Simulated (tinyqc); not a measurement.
Rectangular fin or nanosheet with a gate all round, subbands and threshold shift from confinement: confinement against the height.

Undoped body with a flat potential across it, hard walls, transport along x. Three valley pairs (g = 2 each) with the longitudinal mass along x, y or z. Non-parabolicity enters the subband edges through E (1 + al E) = gamma, so E = 2 gamma/(1 + sqrt(1 + 4 al gamma)); motion within a subband is taken as parabolic with the band-edge mass. Energies are counted from the bulk band edge.

gamma = C pi^2 [a^2/(my (t + dl)^2) + b^2/(mz (H + dl)^2)], C = hbar^2/(2 m0). Each subband has N_k = g sqrt(2 mx m0 kB T/(pi hbar^2)); without degeneracy n = exp(EF/Vt) sum N_k exp(-E_k/Vt). Classical value Nc times t H, Nc = sum over valleys of 2 g (m m0 kB T/(2 pi hbar^2))^1.5 with m = (mx my mz)^(1/3). Threshold shift dVT = Vt ln(classical value/sum N_k exp(-E_k/Vt)). With degeneracy n = sum N_k F((EF - E_k)/Vt), F(x) = (1/sqrt(pi)) int_0^infinity u^(-1/2) du/(1 + exp(u - x)); gate: Vg = EF + q n/(Cg P), P = 2 (t + H), summed over the 60 lowest subbands at most, with Vg counted from the value that would put EF at the bulk band edge of an empty body. The last two columns are for Vg = 0.8 V; sensitivity d(dVT)/dH by central differences between 0.99 and 1.01 times the value.

Values chosen for this exercise; masses close to those of silicon: temperature T = 77 K; longitudinal mass ml = 0.898 m0; transverse mass mt = 0.19 m0; non-parabolicity al = 0.5 1/eV; width (along y) t = 8.1 nm; widening of the box by penetration into the insulator dl = 0.3 nm; gate capacitance per area of interface Cg = 2 uF/cm^2.

Constants: q = 1.602176634e-19 C, kB = 1.380649e-23 J/K, hbar = 1.054571817e-34 J s, m0 = 9.1093837015e-31 kg, Vt = kB T/q, hbar^2/(2 m0) = 0.0380998212 eV nm^2. Results are converted to the units shown.

Results:

| H (nm) | E_1 (meV) | gap to the next edge (meV) | dVT (mV) | sensitivity (mV/nm) | n/P (cm^-2) | share of the lowest subband (%) |
|---|---|---|---|---|---|---|
| 4.9 | 42.63 | 33.60 | 40.02 | -4.534 | 8.696e12 | 30.83 |
| 6.6 | 36.19 | 10.24 | 34.02 | -3.359 | 8.963e12 | 22.87 |
| 8.9 | 28.90 | 3.569 | 26.35 | -2.908 | 9.097e12 | 18.70 |
| 12 | 18.84 | 11.52 | 20.00 | -1.337 | 9.190e12 | 16.15 |
| 22 | 9.866 | 11.75 | 14.58 | -0.2099 | 9.326e12 | 10.39 |
| 30 | 8.058 | 6.395 | 13.45 | -0.09520 | 9.366e12 | 8.033 |
| 40 | 7.128 | 3.623 | 12.78 | -0.04835 | 9.393e12 | 6.245 |

Estimate the missing row, H = 16 nm.

Computed row:

| H (nm) | E_1 (meV) | gap to the next edge (meV) | dVT (mV) | sensitivity (mV/nm) | n/P (cm^-2) | share of the lowest subband (%) |
|---|---|---|---|---|---|---|
| 16 | 13.30 | 15.90 | 16.58 | -0.5315 | 9.268e12 | 13.25 |

With this row back in the table: As H grows from 4.9 to 40 nm, E_1 falls from 42.6 to 7.13 meV and dVT falls from 40.0 to 12.8 mV. E_1 goes as H^(-0.55) at the thin end; an error of 0.2 nm moves the threshold by 0.91 mV in the first row and 0.0097 mV in the last. The charge per interface area rises from 8.70e12 to 9.39e12 cm^-2. In every row the charge in the last two columns would bend the potential across the body noticeably, which is left out.

Computed by the program tinyqc: `OMP_NUM_THREADS=1 python tinyqc.py 2350067 2350068 out.jsonl`, one thread of a shared Intel Xeon 2.30GHz, about 0.2 s for the whole run.
